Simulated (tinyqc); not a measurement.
RHF in the sto-3g basis, for BeH2, spin multiplicity 1, step by step (part 2 of 2). Computed by tinyqc, a small Python program that keeps every step (integrals from PySCF). Command: `OMP_NUM_THREADS=1 python tinyqc.py 26336 26337 out.jsonl` (the two numbers bound the seeds that draw the settings). One thread of a shared host (Intel(R) Xeon(R) Processor @ 2.60GHz), about 0.08 s of CPU time with the checks.

Geometry (angstrom):
```
atom         x          y         z
Be    0.000000   0.000000  0.000000
H     0.000000   1.531000  0.033000
H     0.000000  -1.531000  0.033000
```

## Iteration 2: diagonalisation and new density

extrapolated F (hartree), order 1Be 1s, 1Be 2s, 1Be 2px, 1Be 2py, 1Be 2pz, 2H 1s, 3H 1s:
$$\begin{pmatrix}
-5.939395 & -1.468736 & 0.000000 & 0.000000 & -0.001080 & -0.258305 & -0.258305 \\
-1.468736 & -0.750811 & 0.000000 & 0.000000 & 0.005785 & -0.213380 & -0.213380 \\
0.000000 & 0.000000 & -0.243356 & 0.000000 & 0.000000 & 0.000000 & 0.000000 \\
0.000000 & 0.000000 & 0.000000 & -0.254771 & 0.000000 & -0.152063 & 0.152063 \\
-0.001080 & 0.005785 & 0.000000 & 0.000000 & -0.571659 & -0.002961 & -0.002961 \\
-0.258305 & -0.213380 & 0.000000 & -0.152063 & -0.002961 & -0.131589 & -0.029306 \\
-0.258305 & -0.213380 & 0.000000 & 0.152063 & -0.002961 & -0.029306 & -0.131589
\end{pmatrix}$$

X, order 1Be 1s, 1Be 2s, 1Be 2px, 1Be 2py, 1Be 2pz, 2H 1s, 3H 1s:
$$\begin{pmatrix}
1.028568 & -0.151333 & 0.000000 & 0.000000 & -0.000400 & 0.020853 & 0.020853 \\
-0.151333 & 1.175475 & 0.000000 & 0.000000 & 0.003790 & -0.241748 & -0.241748 \\
0.000000 & 0.000000 & 1.000000 & 0.000000 & 0.000000 & 0.000000 & 0.000000 \\
0.000000 & 0.000000 & 0.000000 & 1.250962 & 0.000000 & -0.338493 & 0.338493 \\
-0.000400 & 0.003790 & 0.000000 & 0.000000 & 1.000096 & -0.006179 & -0.006179 \\
0.020853 & -0.241748 & 0.000000 & -0.338493 & -0.006179 & 1.198056 & -0.064518 \\
0.020853 & -0.241748 & 0.000000 & 0.338493 & -0.006179 & -0.064518 & 1.198056
\end{pmatrix}$$

Diagonalise F' = X^T F X, C = X C', fill 3 alpha and 3 beta electrons from the bottom; D = 2 C_occ C_occ^T. Each column has its largest component positive (the first on a tie).

F' = X^T F X (hartree):
$$\begin{pmatrix}
-5.863156 & -0.645728 & 0.000000 & 0.000000 & -0.001924 & -0.051441 & -0.051441 \\
-0.645728 & -0.464914 & 0.000000 & 0.000000 & 0.006536 & -0.075945 & -0.075945 \\
0.000000 & 0.000000 & -0.243356 & 0.000000 & 0.000000 & 0.000000 & 0.000000 \\
0.000000 & 0.000000 & 0.000000 & -0.164572 & 0.000000 & -0.123426 & 0.123426 \\
-0.001924 & 0.006536 & 0.000000 & 0.000000 & -0.571654 & -0.001010 & -0.001010 \\
-0.051441 & -0.075945 & 0.000000 & -0.123426 & -0.001010 & -0.010990 & -0.049510 \\
-0.051441 & -0.075945 & 0.000000 & 0.123426 & -0.001010 & -0.049510 & -0.010990
\end{pmatrix}$$

orbital energies (hartree): MO1 -5.940547, MO2 -0.571910, MO3 -0.415521, MO4 -0.264965, MO5 -0.243356, MO6 -0.032245, MO7 0.138913

coefficients C, order 1Be 1s, 1Be 2s, 1Be 2px, 1Be 2py, 1Be 2pz, 2H 1s, 3H 1s:
$$\begin{pmatrix}
1.004011 & 0.009932 & -0.257134 & 0.000000 & 0.000000 & 0.086425 & 0.000000 \\
-0.017223 & -0.041027 & 1.051074 & 0.000000 & 0.000000 & -0.644052 & 0.000000 \\
0.000000 & 0.000000 & 0.000000 & 0.000000 & 1.000000 & 0.000000 & 0.000000 \\
0.000000 & 0.000000 & 0.000000 & 0.845728 & 0.000000 & 0.000000 & 1.038655 \\
0.000138 & 0.999209 & 0.040395 & 0.000000 & 0.000000 & -0.015265 & 0.000000 \\
0.003894 & -0.000480 & -0.021052 & 0.151689 & 0.000000 & 0.837204 & -0.942663 \\
0.003894 & -0.000480 & -0.021052 & -0.151689 & 0.000000 & 0.837204 & 0.942663
\end{pmatrix}$$

D after iteration 2, order 1Be 1s, 1Be 2s, 1Be 2px, 1Be 2py, 1Be 2pz, 2H 1s, 3H 1s:
$$\begin{pmatrix}
2.148508 & -0.575934 & 0.000000 & 0.000000 & -0.000647 & 0.018635 & 0.018635 \\
-0.575934 & 2.213475 & 0.000000 & 0.000000 & 0.002923 & -0.044349 & -0.044349 \\
0.000000 & 0.000000 & 0.000000 & 0.000000 & 0.000000 & 0.000000 & 0.000000 \\
0.000000 & 0.000000 & 0.000000 & 0.000000 & 0.000000 & 0.000000 & 0.000000 \\
-0.000647 & 0.002923 & 0.000000 & 0.000000 & 2.000102 & -0.002658 & -0.002658 \\
0.018635 & -0.044349 & 0.000000 & 0.000000 & -0.002658 & 0.000917 & 0.000917 \\
0.018635 & -0.044349 & 0.000000 & 0.000000 & -0.002658 & 0.000917 & 0.000917
\end{pmatrix}$$

## Iteration 21 (converged): orbitals

converged F (hartree), order 1Be 1s, 1Be 2s, 1Be 2px, 1Be 2py, 1Be 2pz, 2H 1s, 3H 1s:
$$\begin{pmatrix}
-4.527740 & -1.289329 & 0.000000 & 0.000000 & 0.000501 & -0.234297 & -0.234297 \\
-1.289329 & -0.599498 & 0.000000 & 0.000000 & -0.003833 & -0.349392 & -0.349392 \\
0.000000 & 0.000000 & 0.213896 & 0.000000 & 0.000000 & 0.000000 & 0.000000 \\
0.000000 & 0.000000 & 0.000000 & -0.159443 & 0.000000 & -0.307561 & 0.307561 \\
0.000501 & -0.003833 & 0.000000 & 0.000000 & 0.213787 & -0.005165 & -0.005165 \\
-0.234297 & -0.349392 & 0.000000 & -0.307561 & -0.005165 & -0.243564 & -0.018619 \\
-0.234297 & -0.349392 & 0.000000 & 0.307561 & -0.005165 & -0.018619 & -0.243564
\end{pmatrix}$$

As before.

F' = X^T F X (hartree):
$$\begin{pmatrix}
-4.418395 & -0.699031 & 0.000000 & 0.000000 & 0.000239 & -0.010498 & -0.010498 \\
-0.699031 & -0.141130 & 0.000000 & 0.000000 & 0.001576 & -0.286121 & -0.286121 \\
0.000000 & 0.000000 & 0.213896 & 0.000000 & 0.000000 & 0.000000 & 0.000000 \\
0.000000 & 0.000000 & 0.000000 & 0.219876 & 0.000000 & -0.392600 & 0.392600 \\
0.000239 & 0.001576 & 0.000000 & 0.000000 & 0.213931 & -0.006421 & -0.006421 \\
-0.010498 & -0.286121 & 0.000000 & -0.392600 & -0.006421 & 0.053360 & -0.077292 \\
-0.010498 & -0.286121 & 0.000000 & 0.392600 & -0.006421 & -0.077292 & 0.053360
\end{pmatrix}$$

orbital energies (hartree): MO1 -4.531110, MO2 -0.423437, MO3 -0.381746, MO4 0.213616, MO5 0.213896, MO6 0.371406, MO7 0.732274

coefficients C, order 1Be 1s, 1Be 2s, 1Be 2px, 1Be 2py, 1Be 2pz, 2H 1s, 3H 1s:
$$\begin{pmatrix}
0.991840 & -0.213614 & 0.000000 & 0.012371 & 0.000000 & -0.228456 & 0.000000 \\
0.031292 & 0.600304 & 0.000000 & -0.052636 & 0.000000 & 1.075837 & 0.000000 \\
0.000000 & 0.000000 & 0.000000 & 0.000000 & 1.000000 & 0.000000 & 0.000000 \\
0.000000 & 0.000000 & 0.496614 & 0.000000 & 0.000000 & 0.000000 & 1.243960 \\
-0.000015 & 0.004895 & 0.000000 & 0.998526 & 0.000000 & 0.056620 & 0.000000 \\
-0.003771 & 0.392412 & 0.426515 & 0.025872 & 0.000000 & -0.739390 & -0.854230 \\
-0.003771 & 0.392412 & -0.426515 & 0.025872 & 0.000000 & -0.739390 & 0.854230
\end{pmatrix}$$

D after iteration 21, order 1Be 1s, 1Be 2s, 1Be 2px, 1Be 2py, 1Be 2pz, 2H 1s, 3H 1s:
$$\begin{pmatrix}
2.058756 & -0.194393 & 0.000000 & 0.000000 & -0.002121 & -0.175130 & -0.175130 \\
-0.194393 & 0.722688 & 0.000000 & 0.000000 & 0.005876 & 0.470897 & 0.470897 \\
0.000000 & 0.000000 & 0.000000 & 0.000000 & 0.000000 & 0.000000 & 0.000000 \\
0.000000 & 0.000000 & 0.000000 & 0.493251 & 0.000000 & 0.423626 & -0.423626 \\
-0.002121 & 0.005876 & 0.000000 & 0.000000 & 0.000048 & 0.003842 & 0.003842 \\
-0.175130 & 0.470897 & 0.000000 & 0.423626 & 0.003842 & 0.671832 & -0.055827 \\
-0.175130 & 0.470897 & 0.000000 & -0.423626 & 0.003842 & -0.055827 & 0.671832
\end{pmatrix}$$

## Convergence

Stop when the energy changes by less than 1e-08 hartree and every element of the error matrix X^T (F D S - S D F) X is below 3e-05.

Course of the cycle:
```
iteration   E (hartree)     change  largest element of the error matrix
1           -3.25409182          -                             1.11e-01
2          -14.41275481  -1.12e+01                             3.39e-01
3          -14.40871047   4.04e-03                             3.40e-01
4          -14.49284068  -8.41e-02                             3.28e-01
5          -14.35046653   1.42e-01                             3.56e-01
6          -14.01690396   3.34e-01                             2.02e-01
7          -14.06785514  -5.10e-02                             2.43e-01
8          -14.04177748   2.61e-02                             2.24e-01
9          -13.92651399   1.15e-01                             7.34e-02
10         -15.25932832  -1.33e+00                             3.33e-01
11         -15.25596288   3.37e-03                             3.23e-01
12         -14.57881010   6.77e-01                             3.31e-01
13         -14.98095931  -4.02e-01                             3.77e-01
14         -15.50601587  -5.25e-01                             1.28e-01
15         -15.51499914  -8.98e-03                             9.02e-02
16         -15.51917951  -4.18e-03                             6.27e-02
17         -15.21029701   3.09e-01                             3.45e-01
18         -15.52386806  -3.14e-01                             8.04e-03
19         -15.52405053  -1.82e-04                             7.33e-04
20         -15.52405177  -1.24e-06                             2.78e-06
21         -15.52405177  -8.19e-12                             1.86e-07
```

PySCF RHF in the same basis = -15.52405177 hartree

Converged in 21 iterations.

## Populations, bond orders and dipole

overlap S, order 1Be 1s, 1Be 2s, 1Be 2px, 1Be 2py, 1Be 2pz, 2H 1s, 3H 1s:
$$\begin{pmatrix}
1.000000 & 0.259517 & 0.000000 & 0.000000 & 0.000000 & 0.045635 & 0.045635 \\
0.259517 & 1.000000 & 0.000000 & 0.000000 & 0.000000 & 0.385091 & 0.385091 \\
0.000000 & 0.000000 & 1.000000 & 0.000000 & 0.000000 & 0.000000 & 0.000000 \\
0.000000 & 0.000000 & 0.000000 & 1.000000 & 0.000000 & 0.466648 & -0.466648 \\
0.000000 & 0.000000 & 0.000000 & 0.000000 & 1.000000 & 0.010058 & 0.010058 \\
0.045635 & 0.385091 & 0.000000 & 0.466648 & 0.010058 & 1.000000 & 0.016007 \\
0.045635 & 0.385091 & 0.000000 & -0.466648 & 0.010058 & 0.016007 & 1.000000
\end{pmatrix}$$

Mulliken: Z minus the diagonal of D S on the atom; Loewdin: the same with S^(1/2) D S^(1/2); Mayer order: 2 sum_s sum (D(s) S)_ij (D(s) S)_ji over the two atoms.

Charges (e):
```
atom   Mulliken    Loewdin
1Be    0.084015   0.071368
2H    -0.042008  -0.035684
3H    -0.042008  -0.035684
```

Mayer bond orders:
```
pair     order
2-1   0.993423
3-1   0.993423
3-2   0.004812
```

dipole moment about the origin, x y z (debye): [0.000000, 0.000000, -0.097686]
